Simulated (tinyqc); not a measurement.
## Pinning factor and decay constant from two barriers

Question. phiB = S (phiM - chi) + (1 - S)(Eg - E0) with S = 1/(1 + (1/S0 - 1) exp(-be ti)). Find S0, S at the given thickness and be.

Values chosen for this exercise; semiconductor values close to those of gallium nitride; interlayer mass of the order of that in titanium dioxide, offset chosen freely:

| symbol | value | unit | meaning |
|---|---|---|---|
| Eg | 3.49 | eV | band gap |
| chi | 3.99 | eV | electron affinity |
| E0 | 2.2 | eV | charge-neutrality level above the valence band |
| phiM | 4.06 | eV | metal work function |

phiB at ti = 0, 0.3 nm (eV): 0.558  0.20847162

Answer. Each barrier gives its S by linear interpolation between the pinned and the unpinned value; the ratio of the two values of 1/S - 1 is exp(be ti).

S0 = 0.6000
S = 0.8865
be = 5.500 1/nm

Numbers from tinyqc (`OMP_NUM_THREADS=1 python tinyqc.py 2270152 2270153 out.jsonl`; about 0.04 s on one thread of a shared Intel Xeon 2.30GHz).
